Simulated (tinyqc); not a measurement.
Cooling rate: nucleation and growth of vacancy voids in a cooling silicon-like crystal. Computed by tinyqc, a small Python program. Command: `OMP_NUM_THREADS=1 python tinyqc.py 3023299 3023300 out.jsonl voids walk`. One thread of a shared host (Intel(R) Xeon(R) Processor @ 2.30GHz), about 0.4 s of CPU time with the checks.

Spherical voids; vacancies are lost only to voids.

Inputs (values chosen for the exercise, close to those used for silicon):
```
quantity                                    value    unit
vacancy density at the melting point C_m  8.2e+14  1/cm^3
formation energy E_f                         4.04      eV
melting point T_m                            1685       K
diffusion prefactor D0                    0.00082  cm^2/s
migration energy E_m                         0.45      eV
site density rho                            5e+22  1/cm^3
void surface energy gamma                   0.953   J/m^2
cooling rate q                                 28   K/min
vacancy excess C0                           7e+13  1/cm^3
temperature step                             0.25       K
```

Vacancy supply: given.

Constants: k_B = 8.617333262e-05 eV/K; k_B = 1.380649e-23 J/K.

Method:
- C = C0 as given.
- C_e = C_m exp[-(E_f/k_B)(1/T - 1/T_m)]; D = D0 exp(-E_m/(k_B T)); f = k_B T ln(C/C_e); r* = 2 gamma/(rho f); W* = 16 pi gamma^3/(3 rho^2 f^2); Z = f/sqrt(12 pi W* k_B T); I = rho Z (4 pi r* D C) exp(-W*/(k_B T)).
- March down from 1500 K in steps dT, dt = dT/q, with values at the upper end of each step: a class of I dt voids is born with r*; then all classes grow by r^2 += 2 D (C - C_e) dt/rho; C falls by the vacancies added to voids. Stop at 1150 K. T_n is the T of the largest I, N the final count (classes under 1e-6 /cm^3 are dropped), and the mean radius the number average.

initial excess C = 7.00e+13 1/cm^3

At fixed C:
```
q (K/min)  T_n (K)  N (1/cm^3)  mean radius (nm)
2.8        1349.25  5.1045e+06            39.922
7.0        1343.75  1.9830e+07            25.371
14.0       1339.50  5.5336e+07            18.006
28.0       1334.75  1.5432e+08            12.781
56.0       1330.00  4.2984e+08             9.075
110.0      1324.75  1.1634e+09             6.505
280.0      1317.00  4.5851e+09             4.113
```

Over the rows N goes as q^1.48 and the radius as q^-0.49, near the 3/2 and -1/2 of the scaling argument (depletion time 1/(4 pi N r D) equal to the time in the nucleation range, at fixed N r^3). T_n drops only 32 K for a factor 100 in q. Fast cooling gives many small voids, which an anneal can dissolve.

Extremes, crossings and ranges named in words are read from the listed rows.
